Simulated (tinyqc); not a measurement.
Transfer length from front and end resistance.

Question. A contact of length d and width W has Rc = (Rsh Lt/W) coth(d/Lt) and Re = (Rsh Lt/W)/sinh(d/Lt), with Rsh the sheet resistance under the metal and Lt = sqrt(rc/Rsh). Find Lt, Rsh and rc.

Parameters, values chosen for the exercise:
- d = 0.35 um (contact length)
- W = 23 um (contact width)

Rc = 26.105861 ohm
Re = 13.367141 ohm

Answer. Rc/Re = cosh(d/Lt) gives Lt, and Re then gives Rsh.

Lt = 0.271 um
Rsh = 1.90e3 ohm/sq
rc = 1.40e-6 ohm cm^2

Program tinyqc, `OMP_NUM_THREADS=1 python tinyqc.py 2760091 2760092 out.jsonl`; Intel Xeon 2.30GHz, shared host, one thread, about 0.01 s.
